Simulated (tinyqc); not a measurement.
From results back to parameters: Shockley state of an s-p chain by decimation. Five cases, with inputs chosen for the exercise.

Problem. For the s-p chain the s level is -d/2 - 2 ts cos k and the p level d/2 + 2 tp cos k at k = 0 and pi, and at k = pi/2 the bands lie sqrt(d^2 + 16 u^2) apart. The values below come from hidden parameters.

Case 1.

s level (eV): k = 0 -2.210, k = pi 0.630
p level (eV): k = 0 3.670, k = pi -2.090
splitting at pi/2 = 2.70858 eV

Case 2.

s level (eV): k = 0 -6.065, k = pi -1.225
p level (eV): k = 0 6.745, k = pi 0.545
splitting at pi/2 = 8.72835 eV

Case 3.

s level (eV): k = 0 -2.310, k = pi 1.410
p level (eV): k = 0 2.270, k = pi -1.370
splitting at pi/2 = 3.20880 eV

Case 4.

s level (eV): k = 0 -2.240, k = pi 1.040
p level (eV): k = 0 2.200, k = pi -1.000
splitting at pi/2 = 3.79473 eV

Case 5.

s level (eV): k = 0 -2.845, k = pi -0.205
p level (eV): k = 0 4.485, k = pi -1.435
splitting at pi/2 = 5.58613 eV

Find: d, ts, tp, |u|; order at k = pi.

Solution. Means give -d/2 and d/2, widths 4 ts and 4 tp; u follows from the splitting. The order is inverted where s lies above p at pi.

Case 1.

d, ts, tp, |u| (eV): 1.58  0.71  1.44  0.55

order at k = pi: inverted

Case 2.

d, ts, tp, |u| (eV): 7.29  1.21  1.55  1.20

order at k = pi: normal

Case 3.

d, ts, tp, |u| (eV): 0.90  0.93  0.91  0.77

order at k = pi: inverted

Case 4.

d, ts, tp, |u| (eV): 1.20  0.82  0.80  0.90

order at k = pi: inverted

Case 5.

d, ts, tp, |u| (eV): 3.05  0.66  1.48  1.17

order at k = pi: inverted

Computed by tinyqc, one run a case: `OMP_NUM_THREADS=1 python tinyqc.py N N+1 out.jsonl` with N = 1450872, 1451124, 1451152, 1451179, 1451219; one thread of a shared Intel(R) Xeon(R) Processor @ 2.30GHz, about 0.3 s a run at most.
